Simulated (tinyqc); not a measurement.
Inside a calculation. Model: vertical double-diffused power MOSFET, components of the on-resistance.

Computed by the program tinyqc: `OMP_NUM_THREADS=1 python tinyqc.py 2230042 2230043 out.jsonl`, one thread of a shared Intel Xeon 2.30GHz, about 0.01 s for the whole run. Printed values are rounded.

Stripe cells of pitch Wp + a, two channels a cell. Current flows through the channels, spreads in the accumulation layer, passes the gap between the p bodies and spreads at 45 degrees into the drift layer below them. Low drain voltage, full ionisation.

Parameters, values chosen for the exercise; bulk values close to those of silicon:
```
symbol,value,unit,meaning
T,450,K,temperature
eps_r,11.6,,relative permittivity
Kc,3870,V/cm per (cm^-3)^(1/8),critical-field constant
BV,100,V,rated breakdown voltage of the drift layer
mud,1230,cm^2/(V s),drift mobility at 300 K
bt,2.6,,temperature exponent of the drift mobility
tox,44,nm,gate oxide thickness (eps_r 3.9)
Vov,5,V,gate overdrive
mch,440,cm^2/(V s),channel mobility
mac,300,cm^2/(V s),accumulation-layer mobility
Lc,0.8,um,channel length
Wp,8,um,"width of the p body in one cell, channels included"
a,2,um,gap between neighbouring p bodies
xp,1.1,um,depth of the p body
Nj,2,,doping of the gap over the drift doping
Vbi,0.564,V,built-in voltage of the body junction
Rs,0.58,mohm cm^2,substrate and contact resistance
```

Constants: q = 1.602176634e-19 C, eps0 = 8.8541878128e-14 F/cm where lengths are in cm. Results are converted to the units shown.

## Drift layer

Triangular field at breakdown with Ec = Kc N^(1/8): BV = eps0 eps_r Ec^2/(2 q N), so N = (eps0 eps_r Kc^2/(2 q BV))^(4/3); W = 2 BV/Ec; mu = mud (T/300 K)^(-bt); rho = 1/(q mu N); ideal resistance rho W.

N = 3.758816e15 cm^-3
Ec = 0.3424462 MV/cm
W = 5.840334 um
mu = 428.6155 cm^2/(V s)
rho = 3.874099 ohm cm
ideal resistance = 2.262603 mohm cm^2

## Components of the on-resistance

Pitch p = Wp + a, Cox = 3.9 eps0/tox; zero-bias depletion in the gap w0 = sqrt(2 eps0 eps_r Vbi/(q N Nj)), open gap g = a - 2 w0; R_ch = Lc p/(2 mch Cox Vov); R_acc = 0.6 a p/(4 mac Cox Vov), 0.6 being an empirical factor for current leaving the layer along its length; R_gap = (rho/Nj) xp p/g; spreading depth t = min(W, (p - g)/2); R_drift = (rho p/2) ln((g + 2 t)/g) + rho (W - t); R_on = the sum with Rs.

w0 = 0.3101432 um
g = 1.379714 um
components (mohm cm^2): channel 0.2316737, accumulation 0.2548410, gap 1.544346, drift 4.429543, substrate 0.58
R_on = 7.040403 mohm cm^2
shares (%): channel 3.29063, accumulation 3.61969, gap 21.93547, drift 62.91604, substrate 8.23816

The drift term is the largest. R_on is 3.11 times the ideal drift resistance, and spreading raises the drift term to 1.96 times it.
